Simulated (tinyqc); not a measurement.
# Zero-field barrier from two thresholds

Question. The photoemission threshold over an interface barrier is Phi = P0 - sqrt(q F/(4 pi eps0 ei)). Find P0 and ei.

Constants: q = 1.602176634e-19 C, eps0 = 8.8541878128e-14 F/cm where lengths are in cm. Results are converted to the units shown.

thresholds at F = 0.3 and 3.8 MV/cm (eV): [2.8467804, 2.5570485]

Answer. Phi is linear in sqrt(F): the intercept is P0 and the slope gives ei.

P0 = 2.96 eV
ei = 3.37

Computed by the program tinyqc: `OMP_NUM_THREADS=1 python tinyqc.py 2410031 2410032 out.jsonl`, one thread of a shared Intel Xeon 2.30GHz, about 0.01 s for the whole run.
